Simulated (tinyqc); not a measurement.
Elastic strain and critical thickness of a cubic alloy layer A(1-x)B(x) on a thick substrate: one step, computed by the program tinyqc. Command: `OMP_NUM_THREADS=1 python tinyqc.py 3011634 3011635 out.jsonl misfit walk`. One thread of a shared host (Intel(R) Xeon(R) Processor @ 2.30GHz), about 0.01 s of CPU time with the checks.

Strain is positive in tension. The layer is coherent with the substrate unless said otherwise.

Task: Wafer curvature of the coherent layer. Stoney: curvature = 6 |stress| h/(M_S t_S^2); radius = 1/curvature; bow = curvature W^2/8.

Inputs (values chosen for the exercise, modelled on In(1-x)Ga(x)P on GaAs):
```
quantity                              value        unit
layer thickness h                        33          nm
biaxial modulus of the substrate M_S    114         GPa
substrate thickness t_S                 200  micrometre
wafer diameter W                        150          mm
```

in-plane stress = 3.491208 GPa

Give: curvature; radius of curvature; bow.

Result:

curvature = 0.15159 1/m

radius of curvature = 6.5967 m

bow = 426.35 micrometre

Caution: above about 2 % misfit, linear elasticity is rough and compressed layers tend to form islands before dislocations. Caution: the curvature assumes a coherent layer, but h exceeds h_c. Caution: a bow above a fifth of the wafer thickness is beyond Stoney's small-deflection limit.
